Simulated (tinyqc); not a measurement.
# Modulation-doped quantum well, Poisson-Schroedinger loop with local exchange and correlation, step by step

Numbers from tinyqc (`OMP_NUM_THREADS=1 python tinyqc.py 2140102 2140103 out.jsonl`; about 0.2 s on one thread of a shared Intel Xeon 2.30GHz). Printed values are rounded.

A well of width L centred at z = 0 between barriers Vb; effective-mass electrons in two equivalent valleys, parabolic bands. The electrons come from donor sheets outside the mesh, a share fL of Ns on the left and the rest on the right, so the structure is neutral. Energies are counted from the band edge of the well, with U = 0 on the first node in the Hartree part.

Inputs (values chosen for the exercise); material values close to those of strained Si in SiGe (two lower valleys):
```
symbol,value,unit,meaning
T,400,K,temperature
md,0.186,m0,in-plane mass
Vb,0.199,eV,barrier height
eps_r,12,,relative permittivity (all layers)
L,6.9003,nm,well width
hz,0.7667,nm,mesh step
Ns,4.2e11,cm^-2,sheet density of electrons
fL,0.5,,share of the donors on the left side
Fz,0,kV/cm,applied field along z
a,0.3,,mixing factor
```

Constants: q = 1.602176634e-19 C, kB = 1.380649e-23 J/K, hbar = 1.054571817e-34 J s, m0 = 9.1093837015e-31 kg, Vt = kB T/q, eps0 = 8.8541878128e-14 F/cm where lengths are in cm, hbar^2/(2 m0) = 0.0380998212 eV nm^2. Results are converted to the units shown.

Range of the model: The highest level kept holds over 3 % of the electrons, so higher levels would take a share too.

## Fixed part of the potential

z, node 1 to 19 (nm): [-6.9003, -6.1336, -5.3669, -4.6002, -3.8335, -3.0668, -2.3001, -1.5334, -0.7667, 0, 0.7667, 1.5334, 2.3001, 3.0668, 3.8335, 4.6002, 5.3669, 6.1336, 6.9003]

V0 = 0 in the well and Vb outside, plus q Fz z (1 kV/cm = 1e-4 eV/nm).

fixed potential V0, node 1 to 19 (eV): [0.1990000, 0.1990000, 0.1990000, 0.1990000, 0.1990000, 0.0000000, 0.0000000, 0.0000000, 0.0000000, 0.0000000, 0.0000000, 0.0000000, 0.0000000, 0.0000000, 0.1990000, 0.1990000, 0.1990000, 0.1990000, 0.1990000]

## Round 1: levels and probability densities

self-consistent potential U at the start, node 1 to 19 (eV): [0, 0, 0, 0, 0, 0, 0, 0, 0, 0, 0, 0, 0, 0, 0, 0, 0, 0, 0]
mass on the intervals 1/2, 3/2, ... (mean of both at an interface) (m0): [0.898, 0.898, 0.898, 0.898, 0.898, 0.9155, 0.933, 0.933, 0.933, 0.933, 0.933, 0.933, 0.933, 0.933, 0.9155, 0.898, 0.898, 0.898, 0.898, 0.898]

Tridiagonal Hamiltonian with psi = 0 one step beyond both ends: H_ii = C (1/m_(i-1/2) + 1/m_(i+1/2))/hz^2 + V0_i + U_i, H_(i,i+1) = -C/(m_(i+1/2) hz^2), C = hbar^2/(2 m0). The lowest 3 level(s) are kept, normalised to hz sum |psi|^2 = 1.

levels (eV): E1 0.00616516, E2 0.02411996, E3 0.05229789
|psi|^2 of E1, node 1 to 19 (1/nm): [0.0000000, 0.0000002, 0.0000042, 0.0000826, 0.0016326, 0.0332654, 0.0966579, 0.1695941, 0.2267567, 0.2483040, 0.2267567, 0.1695941, 0.0966579, 0.0332654, 0.0016326, 0.0000826, 0.0000042, 0.0000002, 0.0000000]
|psi|^2 of E2, node 1 to 19 (1/nm): [0.0000001, 0.0000012, 0.0000208, 0.0003650, 0.0063905, 0.1152100, 0.2362168, 0.2151731, 0.0787681, 0.0000000, 0.0787681, 0.2151731, 0.2362168, 0.1152100, 0.0063905, 0.0003650, 0.0000208, 0.0000012, 0.0000001]
|psi|^2 of E3, node 1 to 19 (1/nm): [0.0000003, 0.0000048, 0.0000687, 0.0009750, 0.0138367, 0.2020185, 0.2018479, 0.0122899, 0.0967291, 0.2487494, 0.0967291, 0.0122899, 0.2018479, 0.2020185, 0.0138367, 0.0009750, 0.0000687, 0.0000048, 0.0000003]

## Round 1: Fermi level and occupations

Level k holds N_k = D_k Vt ln(1 + exp((EF - E_k)/Vt)) with D = 2 md m0 q/(pi hbar^2) per eV (spin included); EF is fixed by sum N_k = Ns.

EF = -0.1023506 eV
N_k (cm^-2): E1 2.251514e11, E2 1.348759e11, E3 5.997273e10

## Round 1: density, output potential and mixing

n_i = sum_k N_k |psi_k|^2 (converted to cm^-3). Hartree part by Gauss: on the interval after node i the enclosed sheet charge is S_i = fL Ns - hz sum_(j<=i) n_j, and U_(i+1) = U_i + q S_i hz/(eps0 eps_r) in eV, U_1 = 0. Added to it: V_xc = -(2 Ry/(pi al rs)) [1 + 0.7734 (rs/21) ln(1 + 21/rs)] (Hedin-Lundqvist), al = (4/(9 pi))^(1/3), rs = (3/(4 pi n))^(1/3)/aB, aB = 4 pi eps0 eps_r hbar^2/(md m0 q^2), Ry = q/(8 pi eps0 eps_r aB) in eV. Mixing: U(new) = U + a (U(out) - U).

n, node 1 to 19 (in units of 1e17 cm^-3): [0.000003, 0.000049, 0.000787, 0.012630, 0.205931, 3.514439, 6.572799, 6.794306, 6.747960, 7.082417, 6.747960, 6.794306, 6.572799, 3.514439, 0.205931, 0.012630, 0.000787, 0.000049, 0.000003]
U(out), node 1 to 19 (in units of 1e-3 eV): [-0.134952, 2.084442, 4.031238, 5.365237, 5.342539, 2.028576, 2.041757, 3.433950, 4.371302, 4.505098, 4.371302, 3.433950, 2.041757, 2.028576, 5.342539, 5.365237, 4.031238, 2.084442, -0.134952]
U after round 1, node 1 to 19 (in units of 1e-3 eV): [-0.040486, 0.625333, 1.209371, 1.609571, 1.602762, 0.608573, 0.612527, 1.030185, 1.311391, 1.351529, 1.311391, 1.030185, 0.612527, 0.608573, 1.602762, 1.609571, 1.209371, 0.625333, -0.040486]

## Course of the self-consistent loop

Start from U = 0. Stop when the largest |U(out) - U| is below 1e-7 eV, or after 60 rounds. From round 2 on: Anderson mixing of depth m keeps the last m inputs V and residuals F = V(out) - V(in), fits c by least squares to F = dF c over their successive differences dF, dV, and sets V(new) = V + a F - (dV + a dF) c. Here m = 3.

Course of the iteration:
```
round  level E1 (eV)      EF (eV)  largest |U(out) - U| (eV)
1        0.006165155   -0.1023506                    5.37e-3
2        0.007270843   -0.1013612                    3.76e-3
3        0.009826128  -0.09908054                    7.64e-5
4        0.009826277  -0.09910003                    1.52e-6
5        0.009825641  -0.09910080                    3.17e-7
6        0.009825687  -0.09910077                    2.28e-7
7        0.009825822  -0.09910065                    2.35e-8
```

Converged in 7 rounds.

## Converged levels, occupations and centroid

converged U, node 1 to 19 (in units of 1e-3 eV): [-0.135306, 2.085459, 4.034469, 5.366202, 5.318144, 1.908275, 1.920684, 3.404372, 4.407124, 4.553133, 4.407124, 3.404372, 1.920684, 1.908275, 5.318144, 5.366202, 4.034469, 2.085459, -0.135306]

Solve for the levels with V0 + U, find EF, n_i = sum_k N_k |psi_k|^2 (in cm^-3); share of each level N_k/Ns; centroid sum n z/sum n.

levels (eV): E1 0.00982582, E2 0.02685237, E3 0.05520436
EF = -0.09910065 eV
shares (%): E1 52.98558, E2 32.59299, E3 14.42143
n, node 1 to 19 (in units of 1e17 cm^-3): [0.000003, 0.000049, 0.000777, 0.012608, 0.209882, 3.656246, 6.768168, 6.768795, 6.553921, 6.839328, 6.553921, 6.768795, 6.768168, 3.656246, 0.209882, 0.012608, 0.000777, 0.000049, 0.000003]
centroid = 0 nm

With 400 intervals across the well and the same walls, E2 - E1 = 18.96 meV and EF - E1 = -107.4 meV; this mesh gives 17.03 and -108.9 meV.
